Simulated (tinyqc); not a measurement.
Surface potential of a MOS transistor: implicit equation and explicit approximations: effect of the channel-body voltage at fixed gate voltage.

p-type body, charge-sheet picture, depletion and inversion only, full ionisation (an idealisation for deep acceptors), Boltzmann statistics (rough once Na exp(x - xn) passes about Nc/7). In units of Vt: xg = (Vg - Vfb)/Vt, x = psi/Vt, G = gamma/sqrt(Vt), xn = (2 phiF + Vc)/Vt. The implicit equation is (xg - x)^2 = G^2 [x - 1 + exp(x - xn)] for x above about 3. Cox = eps0 eox/tox.

ni = sqrt(Nc Nv) exp(-Eg/(2 Vt)), Eg in volts; phiF = Vt ln(Na/ni); gamma = sqrt(2 q eps0 eps_r Na)/Cox; VT = Vfb + Vt (xn + G sqrt(xn - 1)). Depletion value a = 1 + [sqrt(G^2/4 + xg - 1) - G/2]^2; inversion value b = xn + ln[(xg - xn)^2/G^2 - xn + 1] and first guess y = min(a, b) - ln(1 + exp(-|a - b|)) if a > xn + 1, else b = y = a; one second-order correction with D = exp(y - xn), p = 2 (xg - y) + G^2 (1 + D), w = (xg - y)^2 - G^2 (y - 1 + D): z = y + 2 w/(p + sqrt(p^2 - 2 (2 - G^2 D) w)), or the Newton step z = y + w/p where the root is not real. N_inv = (Cox Vt G/q) [sqrt(x - 1 + exp(x - xn)) - sqrt(x - 1)] at the root. Lambert form (Cox m Vt/q) W0[(G/(2 m sqrt(xn - 1))) exp((Vg - VT)/(m Vt))], m = 1 + G/(2 sqrt(xn - 1)). Errors under 1e-4 mV, and the linear form below VT, are printed as 0.

Values chosen for this exercise; band and dielectric values close to those of silicon:
- T = 400 K (temperature)
- Eg = 1.11 eV (band gap)
- eps_r = 11.9 (relative permittivity)
- Nc = 4.25e19 cm^-3 (conduction-band density of states at T)
- Nv = 4.08e19 cm^-3 (valence-band density of states at T)
- eox = 9.06 (relative permittivity of the gate insulator (close to aluminium oxide))
- tox = 13 nm (insulator thickness)
- Na = 1.9e18 cm^-3 (acceptor density)
- Vfb = -0.35 V (flat-band voltage)
- Vg = 2.05 V (gate-body voltage)

Constants: q = 1.602176634e-19 C, kB = 1.380649e-23 J/K, Vt = kB T/q, eps0 = 8.8541878128e-14 F/cm where lengths are in cm. Results are converted to the units shown.

Result of one run:
```
psi (V)  x - xn  error of y (mV)  error of z (mV)  N_inv (cm^-2)  Cox (Vg - VT)/q (cm^-2)  Lambert form (cm^-2)
1.076    -18.03                0                0           1245                        0                 487.7
```

Which channel-body voltage Vc gave this result: 0.4, 0.6, 0.8 or 1 V?

Vc = 0.8 V.

The whole series:
```
Vc (V)  psi (V)   x - xn  error of y (mV)  error of z (mV)  N_inv (cm^-2)  Cox (Vg - VT)/q (cm^-2)  Lambert form (cm^-2)
0        0.9694    2.095             15.8           -0.673       6.764e11                 1.145e12              6.918e11
0.2       1.070  -0.7999             6.01         -5.17e-3       3.791e10                        0              3.754e10
0.4       1.076   -6.428           0.0216                0        1.364e8                        0               1.106e8
0.6       1.076   -12.23                0                0        4.122e5                        0               2.421e5
0.8       1.076   -18.03                0                0           1245                        0                 487.7
1         1.076   -23.83                0                0          3.761                        0                0.9274
```

As Vc goes from 0 to 1, psi rises from 0.969 to 1.08 V, x - xn falls from 2.09 to -23.8 and N_inv falls from 6.76e11 to 3.76 cm^-2. The Lambert form lies between 0.247 and 1.02 times N_inv. psi follows Vc only while the surface is inverted; once x falls below xn it settles at the depletion value. For Vc = 0 the electron quasi-Fermi level lies less than 2 Vt below the band edge at the surface, or above it, where degeneracy and confinement, left out, matter.

Program tinyqc, `OMP_NUM_THREADS=1 python tinyqc.py 2122031 2122032 out.jsonl`; Intel Xeon 2.30GHz, shared host, one thread, about 0.01 s.
